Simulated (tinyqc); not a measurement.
Inside a calculation. Method: RHF in the 6-31g basis, for HeH+, spin multiplicity 1. Computed by tinyqc, a small Python program that keeps every step (integrals from PySCF). Settings: charge = 1, multiplicity = 1, basis = 6-31g, energy threshold = 1e-08, iteration cap = 84, orthogonalisation = canonical, start = Wolfsberg-Helmholz matrix, DIIS depth = 6, damping = 0.2, shift = 1.0, method = RHF. Command: `OMP_NUM_THREADS=1 python tinyqc.py 22908 22909 out.jsonl` (the two numbers bound the seeds that draw the settings). One thread of a shared host (Intel(R) Xeon(R) Processor @ 2.60GHz), about 0.06 s of CPU time with the checks. Later iterations appear only in the table of the cycle.

## One-electron integrals

Geometry (angstrom):
```
atom        x        y        z
He    0.00000  0.00000  0.00000
H     0.00000  0.00000  0.96500
```

Basis 6-31g: exponents (1/bohr^2) and contraction coefficients of normalised primitives:
```
element  l (shell)  exponent  coefficient
He           s (1)  38.42163      0.04014
He           s (1)   5.77803      0.26125
He           s (1)   1.24177      0.79318
He           s (2)   0.29796      1.00000
H            s (1)  18.73114      0.03349
H            s (1)   2.82539      0.23473
H            s (1)   0.64012      0.81376
H            s (2)   0.16128      1.00000
```

Overlap, kinetic and nuclear-attraction integrals over the contracted functions; the nuclear repulsion is the sum of Za Zb / Rab.

nuclear repulsion = 1.0967403 hartree

overlap S, lower triangle:
```
         1He 1s   1He 2s    2H 1s    2H 2s
1He 1s  1.00000
1He 2s  0.63415  1.00000
2H 1s   0.17078  0.41653  1.00000
2H 2s   0.28123  0.65866  0.65829  1.00000
```

kinetic energy T (hartree), lower triangle:
```
          1He 1s   1He 2s    2H 1s    2H 2s
1He 1s   2.92565
1He 2s   0.46723  0.44695
2H 1s   -0.02054  0.13909  1.39568
2H 2s    0.08275  0.15880  0.25974  0.24192
```

nuclear attraction V (hartree), lower triangle:
```
          1He 1s    1He 2s     2H 1s     2H 2s
1He 1s  -5.35363
1He 2s  -2.36096  -2.26501
2H 1s   -0.60731  -1.05742  -2.74741
2H 2s   -1.00253  -1.36122  -1.45085  -1.58075
```

core Hamiltonian H = T + V (hartree), lower triangle:
```
          1He 1s    1He 2s     2H 1s     2H 2s
1He 1s  -2.42798
1He 2s  -1.89374  -1.81806
2H 1s   -0.62785  -0.91833  -1.35173
2H 2s   -0.91978  -1.20242  -1.19112  -1.33883
```

## Two-electron integrals

Functions are numbered as in S; the eight-fold symmetry (ij|kl) = (ji|kl) = (kl|ij) leaves the list below.

Two-electron integrals (ij|kl) in chemists' order, unique and non-zero (hartree):
```
(11|11) 1.54394   (21|11) 0.78545   (21|21) 0.42703   (22|11) 0.80395
(22|21) 0.47619   (22|22) 0.61594   (31|11) 0.19059   (31|21) 0.10634
(31|22) 0.12339   (31|31) 0.03276   (32|11) 0.28638   (32|21) 0.17398
(32|22) 0.23712   (32|31) 0.05937   (32|32) 0.14043   (33|11) 0.54321
(33|21) 0.34053   (33|22) 0.50025   (33|31) 0.12794   (33|32) 0.36067
(33|33) 1.07657   (41|11) 0.33162   (41|21) 0.18238   (41|22) 0.20714
(41|31) 0.04835   (41|32) 0.08208   (41|33) 0.16500   (41|41) 0.07941
(42|11) 0.44785   (42|21) 0.27023   (42|22) 0.36550   (42|31) 0.07744
(42|32) 0.16637   (42|33) 0.38153   (42|41) 0.12140   (42|42) 0.23458
(43|11) 0.34862   (43|21) 0.21706   (43|22) 0.31603   (43|31) 0.07652
(43|32) 0.20619   (43|33) 0.57847   (43|41) 0.10359   (43|42) 0.23548
(43|43) 0.32942   (44|11) 0.45964   (44|21) 0.28539   (44|22) 0.41781
(44|31) 0.08937   (44|32) 0.22740   (44|33) 0.58740   (44|41) 0.13204
(44|42) 0.29705   (44|43) 0.36130   (44|44) 0.45315
```

## Orthogonalisation

S = U s U^T; canonical form X = U s^(-1/2), so that X^T S X = 1. Each column of U has its largest component positive (the first on a tie).

eigenvalues of S: 0.19738  0.38513  0.97551  2.44198

X:
```
               1         2         3        4
1He 1s  -0.81492   0.72547   0.71476  0.26218
1He 2s   1.49971  -0.65197   0.27579  0.36096
2H 1s    0.52037   1.04156  -0.56869  0.29552
2H 2s   -1.37198  -0.74853  -0.33878  0.35092
```

## Starting guess

The start is the generalised Wolfsberg-Helmholz matrix (K = 1.75) built on H; D = 2 C_occ C_occ^T.

D at the start, lower triangle:
```
         1He 1s   1He 2s    2H 1s    2H 2s
1He 1s  0.88001
1He 2s  0.52629  0.31475
2H 1s   0.03646  0.02181  0.00151
2H 2s   0.07109  0.04252  0.00295  0.00574
```

## Iteration 1: building the Fock matrix

J_ij = sum D_kl (ij|kl), K_ij = sum D_kl (ik|jl); F = H + J - 0.5 K; E = tr D H + tr D J / 2 - 0.25 tr D K + E_nn.

Coulomb J (hartree), lower triangle:
```
         1He 1s   1He 2s    2H 1s    2H 2s
1He 1s  2.55561
1He 2s  1.35825  1.48747
2H 1s   0.33808  0.54911  1.08329
2H 2s   0.57933  0.84738  0.68895  0.90248
```

exchange K (hartree), lower triangle:
```
         1He 1s   1He 2s    2H 1s    2H 2s
1He 1s  2.40182
1He 2s  1.57610  1.16595
2H 1s   0.50132  0.39834  0.19592
2H 2s   0.78653  0.60824  0.23954  0.33858
```

Fock matrix F (hartree), lower triangle:
```
          1He 1s    1He 2s     2H 1s     2H 2s
1He 1s  -1.07328
1He 2s  -1.32354  -0.91357
2H 1s   -0.54043  -0.56839  -0.36640
2H 2s   -0.73371  -0.65916  -0.62194  -0.60564
```

total energy of this density = -2.8508856 hartree

This density is the starting one.

## Iteration 1: diagonalisation and new density

A level shift of 1 hartree raises the virtual space: F + shift (S - S D(s) S), with D(s) the density of one spin (D/2). Diagonalise F' = X^T F X, C = X C', fill 1 alpha and 1 beta electrons from the bottom; D = 2 C_occ C_occ^T; the new density keeps 0.2 of the old one (damping). Each column has its largest component positive (the first on a tie).

F' = X^T F X (hartree), lower triangle:
```
          1         2         3         4
1   1.75950
2  -0.31215   1.63389
3  -0.36918  -0.05578   0.24130
4   0.12934  -0.30276  -0.92509  -0.89168
```

orbital energies (hartree): MO1 -1.44055, MO2 0.62855, MO3 1.43728, MO4 2.11773

coefficients C:
```
            MO1       MO2       MO3       MO4
1He 1s  0.62121  -0.20193   0.00068  -1.15903
1He 2s  0.42987  -0.53743  -0.22708   1.53472
2H 1s   0.09670   0.43450  -1.25200  -0.02683
2H 2s   0.02448   0.88897   1.27752  -0.50758
```

D after iteration 1, lower triangle:
```
         1He 1s   1He 2s    2H 1s    2H 2s
1He 1s  0.79345
1He 2s  0.53252  0.35861
2H 1s   0.10340  0.07087  0.01526
2H 2s   0.03855  0.02534  0.00438  0.00211
```

## Iteration 2: building the Fock matrix

As before.

Coulomb J (hartree), lower triangle:
```
         1He 1s   1He 2s    2H 1s    2H 2s
1He 1s  2.49045
1He 2s  1.33088  1.47084
2H 1s   0.33438  0.55228  1.10545
2H 2s   0.56926  0.84358  0.69857  0.90752
```

exchange K (hartree), lower triangle:
```
         1He 1s   1He 2s    2H 1s    2H 2s
1He 1s  2.30509
1He 2s  1.54943  1.17990
2H 1s   0.53675  0.44667  0.25570
2H 2s   0.79094  0.63312  0.28237  0.36560
```

Fock matrix F (hartree), lower triangle:
```
          1He 1s    1He 2s     2H 1s     2H 2s
1He 1s  -1.09008
1He 2s  -1.33757  -0.93718
2H 1s   -0.56185  -0.58938  -0.37413
2H 2s   -0.74599  -0.67540  -0.63374  -0.61411
```

total energy of this density = -2.8785965 hartree

This density is a damped mixture and is not idempotent.

## Iteration 2: DIIS over 2 matrices

error matrix X^T (FDS - SDF) X:
```
         1         2         3         4
1  0.00000  -0.00866  -0.05891  -0.09251
2  0.00866   0.00000  -0.04348  -0.04396
3  0.05891   0.04348   0.00000   0.16663
4  0.09251   0.04396  -0.16663   0.00000
```

B (overlaps of the stored error matrices):
```
               1              2
1  2.6389043e-01  1.4971948e-01
2  1.4971948e-01  8.7382910e-02
```

Minimise |sum c_i e_i|^2 with sum c_i = 1: solve [B -1; -1 0][c; lambda] = [0; -1] with B_ij = tr e_i^T e_j, and take F = sum c_i F_i.

DIIS coefficients: -1.20261  2.20261

extrapolated F (hartree), lower triangle:
```
          1He 1s    1He 2s     2H 1s     2H 2s
1He 1s  -1.11027
1He 2s  -1.35445  -0.96557
2H 1s   -0.58761  -0.61463  -0.38343
2H 2s   -0.76077  -0.69492  -0.64793  -0.62430
```

## Iteration 2: diagonalisation and new density

As before.

F' = X^T F X (hartree), lower triangle:
```
          1         2         3         4
1   1.74468
2  -0.28879   1.61682
3  -0.38284  -0.08245   0.30153
4   0.08840  -0.33258  -0.91276  -0.98449
```

orbital energies (hartree): MO1 -1.49879, MO2 0.64382, MO3 1.45766, MO4 2.07585

coefficients C:
```
            MO1       MO2       MO3       MO4
1He 1s  0.60651  -0.21766  -0.00258  -1.16395
1He 2s  0.43303  -0.54996  -0.18865   1.53460
2H 1s   0.13389   0.41972  -1.25387  -0.00815
2H 2s   0.01592   0.90037   1.26133  -0.52789
```

D after iteration 2, lower triangle:
```
         1He 1s   1He 2s    2H 1s    2H 2s
1He 1s  0.74725
1He 2s  0.52672  0.37174
2H 1s   0.15061  0.10694  0.03174
2H 2s   0.02316  0.01610  0.00429  0.00083
```

## Iteration 3: building the Fock matrix

As before.

Coulomb J (hartree), lower triangle:
```
         1He 1s   1He 2s    2H 1s    2H 2s
1He 1s  2.44904
1He 2s  1.31309  1.45954
2H 1s   0.33240  0.55590  1.12582
2H 2s   0.56287  0.84166  0.70766  0.91278
```

exchange K (hartree), lower triangle:
```
         1He 1s   1He 2s    2H 1s    2H 2s
1He 1s  2.24278
1He 2s  1.52822  1.18319
2H 1s   0.56265  0.48173  0.30448
2H 2s   0.79390  0.64894  0.31573  0.38560
```

Fock matrix F (hartree), lower triangle:
```
          1He 1s    1He 2s     2H 1s     2H 2s
1He 1s  -1.10033
1He 2s  -1.34476  -0.95012
2H 1s   -0.57678  -0.60330  -0.37815
2H 2s   -0.75386  -0.68522  -0.64132  -0.61885
```

total energy of this density = -2.8912464 hartree

This density is a damped mixture and is not idempotent.

## Iteration 3: DIIS over 3 matrices

error matrix X^T (FDS - SDF) X:
```
         1         2         3         4
1  0.00000  -0.00290  -0.02255  -0.03383
2  0.00290   0.00000  -0.02535  -0.02592
3  0.02255   0.02535   0.00000   0.09426
4  0.03383   0.02592  -0.09426   0.00000
```

B (overlaps of the stored error matrices), lower triangle:
```
               1              2              3
1  2.6389043e-01
2  1.4971948e-01  8.7382910e-02
3  7.4760638e-02  4.4862977e-02  2.3722225e-02
```

As before.

DIIS coefficients: 0.83363  -3.08736  3.25373

extrapolated F (hartree), lower triangle:
```
          1He 1s    1He 2s     2H 1s     2H 2s
1He 1s  -1.10944
1He 2s  -1.34927  -0.95960
2H 1s   -0.59257  -0.61716  -0.38077
2H 2s   -0.76134  -0.69383  -0.64859  -0.62246
```

## Iteration 3: diagonalisation and new density

As before.

F' = X^T F X (hartree), lower triangle:
```
          1         2         3         4
1   1.74493
2  -0.28461   1.61496
3  -0.38500  -0.09157   0.33884
4   0.07962  -0.34896  -0.89225  -1.00895
```

orbital energies (hartree): MO1 -1.49875, MO2 0.65118, MO3 1.46651, MO4 2.07085

coefficients C:
```
            MO1       MO2       MO3       MO4
1He 1s  0.60140  -0.22675  -0.00020  -1.16487
1He 2s  0.42898  -0.55679  -0.17727   1.53463
2H 1s   0.15155   0.41282  -1.25417  -0.00411
2H 2s   0.01682   0.90486   1.25620  -0.53240
```

D after iteration 3, lower triangle:
```
         1He 1s   1He 2s    2H 1s    2H 2s
1He 1s  0.72814
1He 2s  0.51812  0.36879
2H 1s   0.17595  0.12541  0.04310
2H 2s   0.02082  0.01476  0.00494  0.00062
```

## Iteration 4: building the Fock matrix

As before.

Coulomb J (hartree), lower triangle:
```
         1He 1s   1He 2s    2H 1s    2H 2s
1He 1s  2.42766
1He 2s  1.30365  1.45323
2H 1s   0.33151  0.55842  1.13898
2H 2s   0.55955  0.84083  0.71364  0.91642
```

exchange K (hartree), lower triangle:
```
         1He 1s   1He 2s    2H 1s    2H 2s
1He 1s  2.21046
1He 2s  1.51530  1.18211
2H 1s   0.57736  0.50150  0.33423
2H 2s   0.79600  0.65751  0.33594  0.39796
```

Fock matrix F (hartree), lower triangle:
```
          1He 1s    1He 2s     2H 1s     2H 2s
1He 1s  -1.10555
1He 2s  -1.34773  -0.95589
2H 1s   -0.58501  -0.61066  -0.37987
2H 2s   -0.75823  -0.69034  -0.64545  -0.62139
```

total energy of this density = -2.8956979 hartree

This density is a damped mixture and is not idempotent.

## Iteration 4: DIIS over 4 matrices

error matrix X^T (FDS - SDF) X:
```
         1         2         3         4
1  0.00000  -0.00097  -0.00865  -0.01187
2  0.00097   0.00000  -0.01270  -0.01141
3  0.00865   0.01270   0.00000   0.05297
4  0.01187   0.01141  -0.05297   0.00000
```

B (overlaps of the stored error matrices), lower triangle:
```
               1              2              3              4
1  2.6389043e-01
2  1.4971948e-01  8.7382910e-02
3  7.4760638e-02  4.4862977e-02  2.3722225e-02
4  3.7674543e-02  2.2993534e-02  1.2420748e-02  6.6281201e-03
```

As before.

DIIS coefficients: -0.99976  4.42347  -8.28161  5.85789

extrapolated F (hartree), lower triangle:
```
          1He 1s    1He 2s     2H 1s     2H 2s
1He 1s  -1.11258
1He 2s  -1.35158  -0.96319
2H 1s   -0.59532  -0.61980  -0.38218
2H 2s   -0.76482  -0.69782  -0.65133  -0.62598
```

## Iteration 4: diagonalisation and new density

As before.

F' = X^T F X (hartree), lower triangle:
```
          1         2         3         4
1   1.74393
2  -0.28268   1.61239
3  -0.38492  -0.09379   0.35604
4   0.07763  -0.35648  -0.88105  -1.02836
```

orbital energies (hartree): MO1 -1.50393, MO2 0.65205, MO3 1.46825, MO4 2.06763

coefficients C:
```
            MO1       MO2       MO3       MO4
1He 1s  0.59846  -0.23202   0.00018  -1.16534
1He 2s  0.42567  -0.56103  -0.17264   1.53453
2H 1s   0.15998   0.41056  -1.25387  -0.00199
2H 2s   0.01997   0.90562   1.25474  -0.53445
```

D after iteration 4, lower triangle:
```
         1He 1s   1He 2s    2H 1s    2H 2s
1He 1s  0.71868
1He 2s  0.51122  0.36367
2H 1s   0.18838  0.13404  0.04957
2H 2s   0.02328  0.01655  0.00610  0.00076
```

## Iteration 18 (converged): orbitals

converged F (hartree), lower triangle:
```
          1He 1s    1He 2s     2H 1s     2H 2s
1He 1s  -1.11241
1He 2s  -1.35107  -0.96275
2H 1s   -0.59451  -0.61932  -0.38195
2H 2s   -0.76427  -0.69742  -0.65103  -0.62567
```

Diagonalise F' = X^T F X, C = X C', fill 1 alpha and 1 beta electrons from the bottom; D = 2 C_occ C_occ^T. Each column has its largest component positive (the first on a tie).

F' = X^T F X (hartree), lower triangle:
```
          1         2         3         4
1   0.74534
2  -0.27797   0.62559
3  -0.36644  -0.04243  -0.44235
4   0.11333  -0.25494  -0.48319  -1.24461
```

orbital energies (hartree): MO1 -1.50389, MO2 -0.34771, MO3 0.46832, MO4 1.06724

coefficients C:
```
            MO1       MO2       MO3       MO4
1He 1s  0.59509  -0.23894   0.00252  -1.16567
1He 2s  0.42085  -0.56552  -0.17168   1.53432
2H 1s   0.16867   0.40858  -1.25338  -0.00256
2H 2s   0.02572   0.90540   1.25488  -0.53424
```

D after iteration 18, lower triangle:
```
         1He 1s   1He 2s    2H 1s    2H 2s
1He 1s  0.70827
1He 2s  0.50089  0.35424
2H 1s   0.20075  0.14197  0.05690
2H 2s   0.03061  0.02165  0.00868  0.00132
```

## Convergence

Stop when the energy changes by less than 1e-08 hartree and every element of the error matrix X^T (F D S - S D F) X is below 3e-05.

Course of the cycle:
```
iteration  E (hartree)     change  largest element of the error matrix
1           -2.8508856          -                             2.67e-01
2           -2.8785965  -2.77e-02                             1.67e-01
3           -2.8912464  -1.26e-02                             9.43e-02
4           -2.8956979  -4.45e-03                             5.30e-02
5           -2.8971654  -1.47e-03                             2.91e-02
6           -2.8976219  -4.57e-04                             1.62e-02
7           -2.8977639  -1.42e-04                             9.04e-03
8           -2.8978081  -4.42e-05                             5.07e-03
9           -2.8978219  -1.38e-05                             2.85e-03
10          -2.8978263  -4.37e-06                             1.61e-03
11          -2.8978277  -1.39e-06                             9.09e-04
12          -2.8978281  -4.45e-07                             5.15e-04
13          -2.8978283  -1.43e-07                             2.92e-04
14          -2.8978283  -4.61e-08                             1.66e-04
15          -2.8978283  -1.49e-08                             9.42e-05
16          -2.8978283  -4.84e-09                             5.36e-05
17          -2.8978283  -1.57e-09                             3.05e-05
18          -2.8978283  -5.12e-10                             1.74e-05
```

PySCF RHF in the same basis = -2.8978283 hartree

Converged in 18 iterations.

## Populations, bond orders and dipole

Mulliken: Z minus the diagonal of D S on the atom; Loewdin: the same with S^(1/2) D S^(1/2); Mayer order: 2 sum_s sum (D(s) S)_ij (D(s) S)_ji over the two atoms.

Charges (e):
```
atom  Mulliken  Loewdin
1He    0.18593  0.28104
2H     0.81407  0.71896
```

Mayer bond orders:
```
pair    order
2-1   0.33728
```

dipole moment about the origin, x y z (debye): 0.00000  0.00000  3.76248
